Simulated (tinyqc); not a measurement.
Screening length from the swing.

Question. In a simple model of a Schottky-barrier transistor a barrier thinner than d = 4.4 nm is transparent, so the effective barrier is pn - psi (1 - exp(-d/lam)) and the swing beyond flat band is Vt ln 10/(1 - exp(-d/lam)). Find the thermionic swing, lam, and the effective barrier at psi = 0.2 V.

Parameters, values chosen for the exercise: temperature T = 300 K; barrier for electrons at both contacts pn = 0.42 eV.

Constants: q = 1.602176634e-19 C, kB = 1.380649e-23 J/K, Vt = kB T/q. Results are converted to the units shown.

swing in the tunnelling range = 88.006541 mV/decade

Solution. The ratio of the two swings is 1 - exp(-d/lam).

Vt ln 10 = 59.53 mV/decade
lam = 3.900 nm
effective barrier = 0.2847 eV

tinyqc, about 0.5 s, one thread, Intel Xeon 2.30GHz (shared host): `OMP_NUM_THREADS=1 python tinyqc.py 2390141 2390142 out.jsonl`
